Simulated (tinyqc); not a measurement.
Electron-beam lithography: double-Gaussian proximity function, edge placement and dose correction for parallel lines: one step, computed by the program tinyqc.

Lines are infinitely long. Absorbed energy is counted so that the middle of a very large area written at dose 1 receives 1; the resist develops where it exceeds 1/2.

Task: Interaction matrix. f(r) = [exp(-r^2/alpha^2)/alpha^2 + eta exp(-r^2/beta^2)/beta^2]/(pi (1 + eta)). A line from a to b at dose d gives E(x) = d [S(alpha) + eta S(beta)]/(1 + eta), S(s) = [erf((b - x)/s) - erf((a - x)/s)]/2. M_ij is the mean of E at the two edges of line i from line j at dose 1.

Inputs (values chosen for the exercise, of the order of those for 10 keV electrons in resist on silicon): forward range alpha = 0.015 micrometre; backscatter range beta = 1.2 micrometre; backscatter ratio eta = 0.74.

Lines (micrometre):
```
line  left edge  right edge  centre
1         0.000       0.110  0.0550
2         1.210       1.245  1.2275
3         1.395       2.895  2.1450
4         3.365       4.565  3.9650
```

Give: M.

Result:

M:
```
         1        2        3        4
1  0.30929  0.00270  0.02429  0.00002
2  0.00847  0.29407  0.16886  0.00249
3  0.00320  0.00394  0.48361  0.05855
4  0.00001  0.00015  0.06467  0.46655
```
